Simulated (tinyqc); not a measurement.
Length of a molecular wire: coherent transport through a tight-binding bridge. Computed by the program tinyqc. T = Gamma_L Gamma_R |G_1n|^2 with the self-energies of semi-infinite chains.

A uniform bridge between two chains:
```
parameter,value
site energy (eV),1.100000
hopping in the bridge (eV),0.880000
lead hopping (eV),2.920000
couplings (eV),"0.79, 0.45"
E (eV),-0.500000
```

Transmission against length:
```
sites,T,ln T
2,1.4234e-02,-4.2521
3,1.3289e-02,-4.3209
4,1.8159e-02,-4.0086
5,4.2174e-02,-3.1660
6,3.3877e-01,-1.0824
7,1.3888e-01,-1.9742
9,1.5720e-02,-4.1528
10,1.3053e-02,-4.3388
```

Estimate the missing row, sites = 8.

Computed row:
```
sites           T     ln T
8      2.9844e-02  -3.5118
```

E lies inside the band of the bridge (|E - e|/2h = 0.909 < 1): T does not decay but oscillates with length, between 0.013 and 0.339 here, as levels of the bridge pass E.
